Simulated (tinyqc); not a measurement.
# Polycrystalline film, grain-boundary barriers (Seto model): effect of the donor density

One-dimensional grains of size Lg with donors N; each boundary has Qt acceptor-like traps per area at one level Et below the band edge. Trapped electrons qt deplete a width w = qt/N (both sides together) and raise a barrier Vb = q N w^2/(8 eps0 eps_r). Current crosses the barriers by thermionic emission at small bias. Abrupt depletion, full ionisation, Boltzmann statistics.

Partly depleted grains: the density at the grain centre is n0 = N and qt = Qt/(1 + 2 (Nc/N) exp((Vb - Et)/Vt)). If that gives qt >= N Lg, the grains are fully depleted: qt = N Lg, w = Lg and n0 = 2 Nc exp((Vb - Et)/Vt)/(Qt/(N Lg) - 1). Resistivity: barriers rb = Vt exp(Vb/Vt)/(q n0 vc Lg), grain interior rg = (1 - w/Lg)/(q mg N); effective mobility 1/(q N (rb + rg)).

Values chosen for this exercise; values close to those of polycrystalline silicon:
- T = 250 K (temperature)
- eps_r = 11.7 (relative permittivity of the semiconductor)
- Lg = 80 nm (grain size)
- Qt = 2.6e12 cm^-2 (trap density at a boundary)
- mg = 160 cm^2/(V s) (mobility inside a grain)
- vc = 6.6e6 cm/s (collection velocity at the barrier)
- Nc = 2.13e19 cm^-3 (conduction-band density of states at T)
- Et = 0.42 eV (trap level below the band edge)

Constants: q = 1.602176634e-19 C, kB = 1.380649e-23 J/K, Vt = kB T/q, eps0 = 8.8541878128e-14 F/cm where lengths are in cm. Results are converted to the units shown.

Results:
```
N (cm^-3),w/Lg,Vb (V),n0 (cm^-3),resistivity (ohm cm)
1.6e16,1.000,0.01980,1.887e10,3.382e5
3.3e16,1.000,0.04083,1.093e11,1.550e5
6.7e16,1.000,0.08290,1.771e12,6.744e4
1.4e17,1.000,0.1732,3.416e14,2.314e4
2.8e17,0.9061,0.2844,2.800e17,4922
5.7e17,0.5652,0.2253,5.700e17,155.3
1.2e18,0.2708,0.1089,1.200e18,0.3565
4.8e18,0.06771,0.02723,4.800e18,0.009454
9.8e18,0.03316,0.01334,9.800e18,0.004331
```

Estimate the missing row, N = 2.4e18 cm^-3.

Computed row:
```
N (cm^-3),w/Lg,Vb (V),n0 (cm^-3),resistivity (ohm cm)
2.4e18,0.1354,0.05445,2.400e18,0.02734
```

With this row back in the table: As N goes from 1.6e16 to 9.8e18 cm^-3, the barrier goes from 0.0198 through a maximum of 0.284 (at N = 2.8e17 cm^-3 among the rows listed) to 0.0133 V and the resistivity falls from 3.38e5 to 0.00433 ohm cm. The grains are fully depleted in 4 of the 10 rows. The steepest fall, as N^(-8.2), lies between 5.7e17 and 1.2e18 cm^-3; N* = 3.25e17 cm^-3. The barrier grows with N while the grains are depleted and shrinks once they are not, hence the maximum. At N = 1.6e16, 3.3e16, 4.8e18, 9.8e18 cm^-3 the barrier is under 2 Vt, where the depletion and emission pictures are rough. At N = 9.8e18 cm^-3 N passes 0.3 Nc, where degeneracy and tunnelling through the thin barriers matter.

Computed by the program tinyqc: `OMP_NUM_THREADS=1 python tinyqc.py 2610102 2610103 out.jsonl`, one thread of a shared Intel Xeon 2.30GHz, about 0.01 s for the whole run.
